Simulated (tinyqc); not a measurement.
Thermodynamics of metal silicides: hull, first phase, silicon consumed, nucleation and stability against SiO2: one step, computed by the program tinyqc.

Entropies of formation of the solids are neglected, so heats stand for free energies. Si fractions: M2Si 0.3333, MSi 0.5000, MSi2 0.6667.

Question. First phase. Effective heat of formation: at the interface the mixture has the Si fraction x_e; the limiting element scales the heat, H_eff = H x_e/x if x_e < x, H (1 - x_e)/(1 - x) otherwise. The rule names the most negative as the first phase; its restriction to congruently melting phases is left out here.

Inputs (values chosen for the exercise, for a model metal):

| quantity | value | unit |
|---|---|---|
| heat of formation of M2Si | -45.3 | kJ/mol atoms |
| heat of formation of MSi | -52.5 | kJ/mol atoms |
| heat of formation of MSi2 | -22.9 | kJ/mol atoms |
| Si fraction x_e at the lowest liquidus | 0.42 | - |

Phases: M2Si, MSi, MSi2.

Give: H_eff; most negative H_eff.

Answer.

H_eff (kJ/mol atoms): M2Si -39.411, MSi -44.100, MSi2 -14.427

most negative H_eff = -44.1 kJ/mol atoms

The rule picks MSi, ahead of M2Si by 4.7 kJ/mol. The rule is empirical and ignores nucleation barriers.
